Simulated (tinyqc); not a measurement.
Free and trapped electrons in a MOS channel with a dense trap tail: one step of the calculation.

p-type body, charge-sheet picture, full ionisation (an idealisation for deep acceptors), Boltzmann statistics for free electrons. e = Ec - EF at the surface. Acceptor-like traps of density D(E) = D0 + De exp(-E/Ew) at depth E below Ec, from 0 to Eu, hold n_t = integral of D(E)/(1 + exp((e - E)/Vt)). psi = Eg - Vt ln(Nv/Na) - e; N_dep = sqrt(2 eps0 eps_r Na (psi - Vt)/q); n_f = sqrt(N_dep^2 + 2 eps0 eps_r Vt Nc exp(-e/Vt)/q) - N_dep; Vg = Vfb + psi + q (N_dep + n_t + n_f)/Cox, Cox = eps0 eox/tox.

Question. Trapped charge. Trapezoid rule on 16 equal steps from 0 to Eu, f = 1/(1 + exp((e - E)/Vt)).

Values chosen for this exercise; band and dielectric values close to those of silicon:
```
symbol,value,unit,meaning
T,250,K,temperature
D0,1.2e10,cm^-2 eV^-1,constant background density of acceptor-like traps
De,1.4e13,cm^-2 eV^-1,density of the tail at the conduction edge
Ew,0.13,eV,decay energy of the tail
Eu,0.65,eV,depth below Ec down to which the traps reach
e,0.043,eV,Ec - EF at the surface
```

Constants: q = 1.602176634e-19 C, kB = 1.380649e-23 J/K, Vt = kB T/q. Results are converted to the units shown.

Wanted: E; D(E) f; n_t.

Answer.

```
point    E (eV)  D(E) f (cm^-2 eV^-1)
0             0             1.6762e12
1      0.040625             4.8450e12
2      0.081250             6.4184e12
3       0.12187             5.3568e12
4       0.16250             4.0074e12
5       0.20312             2.9448e12
6       0.24375             2.1588e12
7       0.28437             1.5827e12
8       0.32500             1.1612e12
9       0.36562             8.5277e11
10      0.40625             6.2712e11
11      0.44688             4.6203e11
12      0.48750             3.4125e11
13      0.52812             2.5288e11
14      0.56875             1.8823e11
15      0.60938             1.4094e11
16      0.65000             1.0633e11
```

n_t = 1.3094e12 cm^-2

tinyqc, about 0.02 s, one thread, Intel Xeon 2.30GHz (shared host): `OMP_NUM_THREADS=1 python tinyqc.py 2222068 2222069 out.jsonl`
